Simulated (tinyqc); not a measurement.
Two-band model of a narrow-gap semiconductor with electrons and holes. Inputs raised by 5 %, one at a time. Computed by tinyqc, a small Python program. Command: `OMP_NUM_THREADS=1 python tinyqc.py 3031890 3031891 out.jsonl bipolar sens`. One thread of a shared host (Intel(R) Xeon(R) Processor @ 2.30GHz), about 0.6 s of CPU time with the checks.

Two parabolic bands with acoustic scattering (r = -1/2, a = 0), a gap that does not change with T, and fully ionised dopants. Melting is ignored, so values above the melting point are formal, and kappa_L does not change with T. eta_n = (E_F - E_c)/(k_B T), eta_p = -eta_n - E_g/(k_B T).

Inputs (values chosen for the exercise, modelled on germanium): electron mass m_n = 0.53 m_0; hole mass m_p = 0.36 m_0; electron mobility parameter mu_300,n = 3400 cm^2/(V s); hole mobility parameter mu_300,p = 1900 cm^2/(V s); temperature exponent p = 1.5; band gap E_g = 0.68 eV; net doping N = 8.1e+16 1/cm^3; lattice thermal conductivity kappa_L = 39 W/(m K); temperature T = 760 K.

Doping: n-type.

Constants: k_B = 8.617333262e-05 eV/K; m_0 = 9.1093837015e-31 kg; k_B = 1.380649e-23 J/K; hbar = 1.054571817e-34 J s; e = 1.602176634e-19 C.

Method:
- With x = E/(k_B T), a = alpha k_B T (0 for a parabolic band), G = x (1 + a x), D = 1 + 2 a x and <y> = int y f (1 - f) dx, f = 1/(1 + exp(x - eta)): tau = tau_0 G^r/D; transport function s = G^(3/2 + r)/D^2; n = N_0 <G^(3/2)> with N_0 = (2 m k_B T)^(3/2)/(3 pi^2 hbar^3).
- Integrals over x = E/(k_B T) use 160 Gauss-Legendre points in u = sqrt(x) from 0 to sqrt(max(eta, 0) + 32).
- Neutrality: n - p = N, with n = N_0(m_n) <x^(3/2)> at eta_n and p = N_0(m_p) <x^(3/2)> at eta_p.
- sigma = e mu_0 N_0 <s> with mu_0 = e tau_0/m = mu_300 (T/300 K)^(-p); |S| = (k_B/e)(<x s>/<s> - eta); Lorenz number L = (k_B/e)^2 (<x^2 s>/<s> - (<x s>/<s>)^2); kappa_e = L sigma T; zT = S^2 sigma T/(kappa_L + kappa_e).
- Hall factor r_H = <x^(3/2)> <x^(1/2)>/<s>^2.
- Both bands together (these totals replace the one-band zT): sigma = sigma_n + sigma_p; S = (sigma_p |S_p| - sigma_n |S_n|)/sigma; kappa_bip = (sigma_n sigma_p/sigma)(|S_n| + |S_p|)^2 T; kappa_e = (L_n sigma_n + L_p sigma_p) T; zT = S^2 sigma T/(kappa_L + kappa_e + kappa_bip); weak-field R_H = (r_p sigma_p^2/p - r_n sigma_n^2/n)/(e sigma^2), where the Hall factors r_n and r_p are <x^(3/2)> <x^(1/2)>/<s>^2.
- T_max maximises |S| of the majority sign between 150 and 1200 K; the Goldsmid-Sharp estimate is E_g = 2 e |S_max| T_max.

Runs:
```
input moved                                           from         to  conductivity sigma (S/cm)  bipolar thermal conductivity (W/(m K))  |S_max| (microvolt/K)  T_max (K)
base run                                                 -          -                     28.278                                 0.62639                 645.68     509.54
hole mass m_p (m_0)                                   0.36      0.378                     29.207                                 0.65252                 645.15     507.34
electron mobility parameter mu_300,n (cm^2/(V s))     3400       3570                     29.333                                 0.63407                 646.01     510.93
hole mobility parameter mu_300,p (cm^2/(V s))         1900       1995                     28.638                                 0.64946                 645.35     508.16
band gap E_g (eV)                                     0.68      0.714                     22.644                                 0.50021                 650.92     530.41
net doping N (1/cm^3)                              8.1e+16  8.505e+16                     28.448                                 0.62265                 642.19     512.51
temperature T (K)                                      760        798                     35.073                                 0.80961                 645.68     509.54
lattice thermal conductivity kappa_L (W/(m K))          39      40.95                     28.278                                 0.62639                 645.68     509.54
```

Exponents ln(y'/y) / ln(x'/x):
```
input                                 conductivity sigma  bipolar thermal conductivity  |S_max|   T_max
hole mass m_p                                      0.663                         0.837   -0.017  -0.089
electron mobility parameter mu_300,n               0.750                         0.250    0.010   0.056
hole mobility parameter mu_300,p                   0.259                         0.741   -0.010  -0.056
band gap E_g                                      -4.554                        -4.611    0.166   0.823
net doping N                                       0.123                        -0.123   -0.111   0.119
temperature T                                      4.414                         5.259    0.000   0.000
lattice thermal conductivity kappa_L               0.000                         0.000    0.000   0.000
```

Which inputs matter most for each result?

Among the inputs moved here: conductivity sigma answers most in size to band gap E_g (exponent -4.554), next to temperature T (+4.414); its exponent is below 0.0005 for lattice thermal conductivity kappa_L. bipolar thermal conductivity answers most in size to temperature T (exponent +5.259), next to band gap E_g (-4.611); its exponent is below 0.0005 for lattice thermal conductivity kappa_L. |S_max| answers most in size to band gap E_g (exponent +0.166), next to net doping N (-0.111); its exponent is below 0.0005 for temperature T, lattice thermal conductivity kappa_L. T_max answers most in size to band gap E_g (exponent +0.823), next to net doping N (+0.119); its exponent is below 0.0005 for temperature T, lattice thermal conductivity kappa_L.
